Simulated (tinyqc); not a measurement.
## Length offset and series resistance from crossing lines

Question. R_total = Rs + k (L - dL)/Vo with constant Rs, dL and k. Find k, dL and Rs.

R_total at (L, Vo) = (60, 0.36), (180, 0.36), (60, 0.73) and (180, 0.73), L in nm and Vo in V (ohm um): [396.5, 963.16667, 271.56164, 551.01370]

Solution. At each overdrive R is a straight line in L with slope k/Vo; the two lines cross at L = dL, R = Rs.

k = 1.700 ohm um V/nm
dL = 7.800 nm
Rs = 150.0 ohm um

Computed by the program tinyqc: `OMP_NUM_THREADS=1 python tinyqc.py 2282149 2282150 out.jsonl`, one thread of a shared Intel Xeon 2.30GHz, about 0.03 s for the whole run.
